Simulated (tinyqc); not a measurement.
What each parameter does: armchair graphene nanoribbon in tight binding.

An armchair ribbon of N dimer lines, width (N - 1) sqrt3 acc/2, period 3 acc, one pz orbital a site. In line n, A_n binds to B_n with -t exp(ik/3), times (1 + d) in the two edge lines, and to B_(n-1) and B_(n+1) with -t exp(-ik/6); k runs from -pi to pi. For d = 0 the modes across the ribbon are sin(n p pi/(N + 1)), p = 1 to N, with E = -/+ t sqrt(1 + 4 c^2 + 4 c cos(k/2)), c = cos(p pi/(N + 1)).

Parameters, chosen for this exercise (near those used for graphene; the results hold for these values, not for the real material): t = 2.6 eV (hopping); N = 4 (dimer lines); d = 0.12 (relative strengthening of the edge bonds); k = 0.53 (k times the period 3 acc).

Gap at k = 0, lowest positive level at k, and highest level at k = 0.

Results for these values:

| case | gap (eV) | lowest level at k (eV) | top of the band (eV) |
|---|---|---|---|
| base | 2.4309 | 1.3391 | 6.8966 |

What happens to each result for d = 0.17, all else kept?

Answer: gap rises from 2.4309 to 2.6120; lowest level at k rises from 1.3391 to 1.4251; top of the band rises from 6.8966 to 6.9360.

The same for each parameter in turn:

| case | gap (eV) | lowest level at k (eV) | top of the band (eV) |
|---|---|---|---|
| base | 2.4309 | 1.3391 | 6.8966 |
| t = 2.73 eV | 2.5524 | 1.4061 | 7.2414 |
| N = 5 | 0.3026 | 0.7215 | 7.1581 |
| d = 0.17 | 2.6120 | 1.4251 | 6.9360 |
| k = 0.424 | 2.4309 | 1.2961 | 6.8966 |

Program tinyqc; command `OMP_NUM_THREADS=1 python tinyqc.py 1452210 1452211 out.jsonl`; about 0.02 s on one thread of a shared Intel(R) Xeon(R) Processor @ 2.30GHz.
